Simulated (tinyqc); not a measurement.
Worked calculation: dopants and charged point defects at anneal temperature: Fermi-level effect, clustering and pairing. Computed by tinyqc, a small Python program that keeps every step. Command: `OMP_NUM_THREADS=1 python tinyqc.py 3001682 3001683 out.jsonl pairing walk`. One thread of a shared host (Intel(R) Xeon(R) Processor @ 2.30GHz), about 0.03 s of CPU time with the checks. Intermediate numbers are printed to about 5 digits and carried at full precision; extremes and crossings named in words are read from the listed rows.

Boltzmann statistics and full ionisation of active dopants. Energies are counted from the valence band; the defect (a vacancy or self-interstitial) has five charge states, with all degeneracy factors one.

Inputs (values chosen for the exercise, with bands modelled on 4H-SiC):
```
quantity                                         value    unit
gap at 0 K E_g0                                   3.23      eV
Varshni alpha                                 0.000335    eV/K
Varshni beta                                       702       K
electron mass m_e                                0.386     m_0
valleys M_c                                          3       -
hole mass m_h                                     1.96     m_0
anneal temperature T                              1350       K
total dopant density N                         1.6e+20   cm^-3
formation enthalpy of the neutral defect H_f       4.2      eV
formation entropy S_f                              2.3     k_B
site density N_s                               3.9e+22   cm^-3
intrinsic dopant diffusivity D_i               1.8e-13  cm^2/s
anneal time t                                       50       s
dopant atoms per cluster k                           3       -
cluster binding energy E_b                         2.2      eV
```

Dopant: acceptor. Second part: clustering of the dopant.

defect levels as fractions of E_g(T): (2+/+), (+/0), (0/-), (-/2-): 0.094  0.15  0.49  0.89

Constants: m_0 = 9.1093837015e-31 kg; k_B = 1.380649e-23 J/K; h = 6.62607015e-34 J s; k_B = 8.617333262e-05 eV/K.

## The host at the anneal temperature

E_g = E_g0 - alpha T^2/(T + beta). N_c = 2 M_c (2 pi m_e k_B T/h^2)^(3/2) and N_v = 2 (2 pi m_h k_B T/h^2)^(3/2), masses in units of m_0. n_i = sqrt(N_c N_v) exp(-E_g/2 k_B T); E_i = E_g/2 + (k_B T/2) ln(N_v/N_c).

E_g = 2.9325 eV

k_B T = 0.11633 eV

n_i = 1.1308e+15 cm^-3

E_i = 1.5441 eV

effective density of states N_b of the majority band = 6.5732e+20 cm^-3

## Active and clustered dopant

p = A/2 + sqrt(A^2/4 + n_i^2) for an active density A. k ionised dopants and k carriers form one neutral cluster: C = N_s (A/N_s)^k (p/N_b)^k exp(E_b/k_B T), N_b the effective density of states of the majority band, and N = A + k C (60 bisections in ln A between ln N - 90 and ln N).

active density A = 6.6028e+19 cm^-3

clusters C = 3.1324e+19 cm^-3

active share = 0.41267

59 % of the dopant is lost to clusters.

## Carrier density and Fermi level

chi = n/n_i (for acceptors n_i/p); E_F = E_i + k_B T ln chi; field enhancement h = 1 + A/sqrt(A^2 + 4 n_i^2).

p = 6.6028e+19 cm^-3

chi = 1.7126e-05

E_F = 0.26735 eV

field enhancement h = 2.0000

The doping is 58400 n_i: extrinsic conditions.

## Charged defects

C_0 = N_s exp(S_f/k_B) exp(-H_f/k_B T). Ratios to the neutral state at E_F = E_i: r_+ = exp((E(+/0) - E_i)/k_B T), r_2+ = r_+ exp((E(2+/+) - E_i)/k_B T), r_- = exp((E_i - E(0/-))/k_B T), r_2- = r_- exp((E_i - E(-/2-))/k_B T); at other E_F state q scales as chi^(-q). The enhancement is sum r_q chi^(-q)/sum r_q. The charge on the defects is left out of neutrality.

neutral defects C_0 = 8.1401e+07 cm^-3

Charge states:
```
state     ratio r  intrinsic (cm^-3)  doped (cm^-3)
2+     1.3880e-09         1.1298e-01     3.8521e+08
+      7.5461e-05         6.1426e+03     3.5867e+08
0      1.0000e+00         8.1401e+07     8.1401e+07
-      2.5128e+00         2.0455e+08     3.5031e+03
2-     2.6386e-04         2.1478e+04     6.2997e-06
```

all defects, doped = 8.2529e+08 cm^-3

enhancement over intrinsic = 2.8858

mean charge = 1.3681 e

Doping leaves the neutral state alone and multiplies the total by 2.89; the most common state is 2+ (in intrinsic material -).

## Dopant diffusivity

If every charge state of the defect carries the dopant equally well, D = D_i x enhancement x h x (active share A/N, a rough stand-in that overstates the dA/dN which immobile clusters call for), D_i being an input held fixed when T or H_f is moved; diffusion length 2 sqrt(D t).

effective diffusivity D = 4.2873e-13 cm^2/s

D/D_i = 2.3818

diffusion length = 92.599 nm

## Against doping

chi = n/n_i; h = 1 + A/sqrt(A^2 + 4 n_i^2); the dopant diffusivity over its intrinsic value is D/D_i = enhancement x h x A/N, if every charge state carries the dopant equally well.

Trend at the anneal temperature:
```
N (cm^-3)  active A (cm^-3)         chi  defect enhancement  mean charge   D/D_i
3.40e+13         3.4000e+13  9.8508e-01              0.9893      -0.7123  1.0042
2.50e+14         2.5000e+14  8.9555e-01              0.9253      -0.6924  1.0269
1.90e+15         1.9000e+15  4.6595e-01              0.6180      -0.5393  1.0155
1.40e+16         1.4000e+16  8.0251e-02              0.3423      -0.1669  0.6802
1.00e+17         1.0000e+17  1.1307e-02              0.2946      -0.0210  0.5892
7.80e+17         7.8000e+17  1.4497e-03              0.3007       0.0471  0.6014
5.80e+18         5.8000e+18  1.9497e-04              0.4053       0.3227  0.8107
4.30e+19         3.9006e+19  2.8991e-05              1.4957       1.1240  2.7135
3.20e+20         7.7338e+19  1.4622e-05              3.6017       1.4341  1.7409
```

Well below n_i = 1.13e15 cm^-3 chi and the enhancement are near 1. At any doping d ln(enhancement)/d ln chi equals minus the mean charge, which goes from -0.71 to +1.43 over the rows. The defect density first falls, because doping removes the states with the sign of the ionised dopant before it feeds the opposite ones. Clustering bends A over: its exponent in N falls to 0.34, towards 1/(2k) = 0.167, and D/D_i peaks at N = 4.3e19 cm^-3.

## Activation against anneal temperature

The formulas are those given above.

Equilibrium activation:
```
T (K)  n_i (cm^-3)  active A (cm^-3)  clusters C (cm^-3)  active share
810     3.9636e+10        5.9779e+18          5.1341e+19       0.03736
940     1.3055e+12        1.3703e+19          4.8766e+19       0.08564
1080    2.2751e+13        2.6917e+19          4.4361e+19       0.16823
1220    2.1157e+14        4.5223e+19          3.8259e+19       0.28265
1350    1.1308e+15        6.6028e+19          3.1324e+19       0.41267
1490    5.0420e+15        9.0842e+19          2.3053e+19       0.56776
1620    1.6240e+16        1.1375e+20          1.5418e+19       0.71092
```

The active share goes from 0.0374 at 810 K to 0.711 at 1620 K, so a layer activated by a hot, short anneal is metastable and deactivates in later, cooler steps if the dopant can move. Over the first three rows, where most dopant is clustered, a fit of ln A rises with slope 0.420 eV against -1/k_B T, near E_b/(2k) = 0.367 eV plus 0.75 k_B T.

Checks made by the program: conservation of the dopant (relative difference below 1e-10); ratios against Boltzmann factors of formation energies at E_F (relative difference below 1e-10).
